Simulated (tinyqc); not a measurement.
bcc against fcc: Finnis-Sinclair potential for a bcc metal: fit to cohesion and elasticity, then vacancy, surfaces and structure. Computed by tinyqc, a small Python program. Command: `OMP_NUM_THREADS=1 python tinyqc.py 3110289 3110290 out.jsonl fsfit walk`. One thread of a shared host (Intel(R) Xeon(R) Processor @ 2.30GHz), about 0.01 s of CPU time with the checks.

E = (1/2) sum V(r) - A sqrt(rho), rho = sum phi(r), phi = (r - d)^2 for r < d, V = (r - c)^2 (c0 + c1 r + c2 r^2) for r < c. In bcc the 8 first neighbours lie at sqrt(3) a/2 and the 6 second at a; both cut-offs lie below the third shell; Omega = a^3/2; E is per atom and z the number of atoms in a shell. The four constants A, c0, c1, c2 are fitted to E_c, zero pressure, B and C12 - C44 alone, so C44 and C11 - C12 are not matched singly; defects are unrelaxed.

Inputs (values chosen for the exercise, modelled on tantalum):
```
quantity             value      unit
lattice constant a   3.306  angstrom
cohesive energy E_c   7.98        eV
target C11             271       GPa
target C12             162       GPa
target C44            81.3       GPa
density cut-off d/a  1.245         -
pair cut-off c/a     1.262         -
```

Constants: 1 eV/angstrom^3 = 160.2176634 GPa.

Method:
- rho = sum z phi, rho1 = sum z r phi', rho2 = sum z r^2 phi''. At zero pressure the effective pair part V + 2 F' phi obeys C12 = C44, so C12 - C44 = F'' (rho1/3)^2/Omega with F'' = A/(4 rho^(3/2)); this gives A.
- With v_k = (r - c)^2 r^k the rows are (1/2) sum z v_k, (1/2) sum z r v_k' and (1/2) sum z r^2 v_k''. With rho1 = sum z r phi' and rho2 = sum z r^2 phi'' the right-hand sides are: -E_c + A sqrt(rho) (cohesion); A rho1/(2 sqrt(rho)) (zero pressure); 9 B Omega + A [rho2/(2 sqrt(rho)) - rho1^2/(4 rho^(3/2))] with B = (C11 + 2 C12)/3.
- Solve the three equations.
- E of each lattice against the volume per atom, as a multiple of Omega; all neighbours inside the cut-offs are summed.

c0, c1, c2 (eV/angstrom^2, eV/angstrom^3, eV/angstrom^4): 2.68877  -1.01340  0.07534

A = 2.73798 eV/angstrom

Energies (eV/atom):
```
V/Omega      bcc      fcc  fcc less bcc (meV)
0.80     -7.4062  -7.2713              134.87
0.84     -7.6315  -7.4736              157.90
0.88     -7.7937  -7.6268              166.96
0.92     -7.9012  -7.7402              161.00
0.96     -7.9612  -7.8221              139.15
1.00     -7.9800  -7.8744              105.60
1.05     -7.9536  -7.8933               60.29
1.10     -7.8802  -7.8647               15.56
1.20     -7.6220  -7.6908              -68.87
```

The lowest fcc row, at V/Omega = 1.05, lies +87 meV from the bcc minimum: the fit keeps bcc stable, though nothing in it asked for that.

Extremes, crossings and ranges named in words are read from the listed rows.
